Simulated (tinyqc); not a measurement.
# Electron mobility in a silicon inversion layer, empirical terms and Matthiessen rule, step by step

tinyqc, about 0.01 s, one thread, Intel Xeon 2.30GHz (shared host): `OMP_NUM_THREADS=1 python tinyqc.py 2510136 2510137 out.jsonl` Printed values are rounded.

Inversion layer of sheet density Ns on a uniformly doped body, under a high-permittivity gate with an interlayer. The mobility terms are empirical power laws with prefactors chosen for the exercise; adding their inverses (Matthiessen) is itself an approximation.

Values chosen for this exercise; material values close to those of silicon: temperature T = 300 K; band gap Eg = 1.1 eV; relative permittivity of the semiconductor eps_r = 11.6; conduction-band density of states at T Nc = 2.75e19 cm^-3; valence-band density of states at T Nv = 2.63e19 cm^-3; body doping Nb = 1.9e17 cm^-3; reverse body bias Vsb = 0.6 V; weight of the inversion charge in the effective field eta = 0.5; gate capacitance Cox = 1.4 uF/cm^2; phonon-limited mobility at 1 MV/cm and 300 K Ap = 445 cm^2/(V s); roughness-limited mobility at 1 MV/cm As = 992 cm^2/(V s); exponent of the roughness term gs = 2; Coulomb prefactor Ac = 3700 cm^2/(V s); charge at the interface Nit = 1e12 cm^-2; remote-phonon mobility without interlayer Ar = 320 cm^2/(V s); interlayer thickness ti = 0.6 nm; decay length of remote phonons lr = 0.5 nm; inversion density Ns = 5.2e11 cm^-2; ratio W/L WL = 5; drain voltage Vd = 0.05 V; measured linear current I = 2.56 uA.

Constants: q = 1.602176634e-19 C, kB = 1.380649e-23 J/K, Vt = kB T/q, eps0 = 8.8541878128e-14 F/cm where lengths are in cm. Results are converted to the units shown.

## Depletion charge and effective field

ni = sqrt(Nc Nv) exp(-Eg/(2 Vt)), Eg in volts; Ndep = sqrt(2 eps0 eps_r Nb (2 Vt ln(Nb/ni) + Vsb)/q); E = q (Ndep + eta Ns)/(eps0 eps_r), in MV/cm.

ni = 1.54900e10 cm^-3
Ndep = 1.87548e12 cm^-2
E = 0.333119 MV/cm

The depletion charge gives 87.8 % of the field.

## Mobility terms and their sum

With t = T/(300 K): muC = Ac (Ns/1e12 cm^-2) t/(Nb/1e17 cm^-3 + Nit/1e11 cm^-2), muP = Ap E^(-1/3) t^(-1.75), muS = As E^(-gs), muR = Ar exp(2 ti/lr)/t; 1/mu is the sum of the inverses.

terms (cm^2/(V s)): Coulomb 161.681, phonon 641.939, roughness 8939.48, remote phonon 3527.42
mu = 122.878 cm^2/(V s)
shares of 1/mu (%): Coulomb 76.0003, phonon 19.1417, roughness 1.37455, remote phonon 3.48351

The Coulomb term limits most.

## Iteration 1: inversion density for the measured current

Ns at the start = 3.6e11 cm^-2

I = (W/L) q Ns mu Vd. E = q (Ndep + eta Ns)/(eps0 eps_r) in MV/cm. With t = T/(300 K): muC = Ac (Ns/1e12 cm^-2) t/(Nb/1e17 cm^-3 + Nit/1e11 cm^-2), muP = Ap E^(-1/3) t^(-1.75), muS = As E^(-gs), muR = Ar exp(2 ti/lr)/t; 1/mu is the sum of the inverses. Ns(new) = I/((W/L) q mu Vd).

E = 0.320640 MV/cm
mu = 92.0883 cm^2/(V s)
Ns after iteration 1 = 6.94041e11 cm^-2

## Iteration 2: inversion density for the measured current

As before.

E = 0.346694 MV/cm
mu = 151.118 cm^2/(V s)
Ns after iteration 2 = 4.22936e11 cm^-2

## Course of the iteration: inversion density for the measured current

Stop when Ns changes by less than 1e5 cm^-2, or after 15 iterations.

Course of the iteration:

| iteration | Ns (cm^-2) | \|change\| (cm^-2) |
|---|---|---|
| 1 | 6.94041e11 | 3.34e11 |
| 2 | 4.22936e11 | 2.71e11 |
| 3 | 6.09777e11 | 1.87e11 |
| 4 | 4.62932e11 | 1.47e11 |
| 5 | 5.68232e11 | 1.05e11 |
| 6 | 4.87118e11 | 8.11e10 |
| 7 | 5.46454e11 | 5.93e10 |
| 8 | 5.01292e11 | 4.52e10 |
| 9 | 5.34679e11 | 3.34e10 |
| 10 | 5.09445e11 | 2.52e10 |
| 11 | 5.28208e11 | 1.88e10 |
| 12 | 5.14084e11 | 1.41e10 |
| 13 | 5.24619e11 | 1.05e10 |
| 14 | 5.16706e11 | 7.91e9 |
| 15 | 5.22618e11 | 5.91e9 |

Not converged within 15 iterations. The value swings about the solution and each change is still 0.75 times the one before. Near the solution, 5.201e11 cm^-2, d ln Ns(new)/d ln Ns = -d ln mu/d ln Ns = -0.749, which sets the rate. A rerun with the update Ns (Ns(new)/Ns)^(1/(1 - s)), s = -0.749, converges in 4 iterations.

## Split C-V extraction

| point | Vg (V) | Cgc (uF/cm^2) | I (uA) |
|---|---|---|---|
| 0 | 0 | 0.00114866 | 9.25085e-7 |
| 1 | 0.05 | 0.00427195 | 1.28183e-5 |
| 2 | 0.1 | 0.0157917 | 1.76337e-4 |
| 3 | 0.15 | 0.0571050 | 0.00236271 |
| 4 | 0.2 | 0.191543 | 0.0289059 |
| 5 | 0.25 | 0.519938 | 0.271392 |
| 6 | 0.3 | 0.962790 | 1.50993 |
| 7 | 0.35 | 1.24796 | 4.64777 |
| 8 | 0.4 | 1.35569 | 9.43846 |
| 9 | 0.45 | 1.38783 | 15.1163 |
| 10 | 0.5 | 1.39671 | 21.1480 |
| 11 | 0.55 | 1.39912 | 27.2463 |
| 12 | 0.6 | 1.39976 | 33.2581 |

Q(Vg) is the trapezoid sum of Cgc from the first point (where Q is taken as 0); mu_eff = I/((W/L) Q Vd); mu_FE = (dI/dVg)/((W/L) Cox Vd) with a backward difference. Listed from point 4 on.

| point | Q (uC/cm^2) | mu_eff (cm^2/(V s)) | mu_FE (cm^2/(V s)) |
|---|---|---|---|
| 4 | 0.00867572 | 13.3273 | 1.51676 |
| 5 | 0.0264628 | 41.0225 | 13.8564 |
| 6 | 0.0635310 | 95.0675 | 70.7737 |
| 7 | 0.118800 | 156.491 | 179.305 |
| 8 | 0.183891 | 205.306 | 273.754 |
| 9 | 0.252479 | 239.486 | 324.448 |
| 10 | 0.322093 | 262.633 | 344.669 |
| 11 | 0.391988 | 278.032 | 348.475 |
| 12 | 0.461960 | 287.974 | 343.531 |

At the last point mu_FE is 19 % above mu_eff.
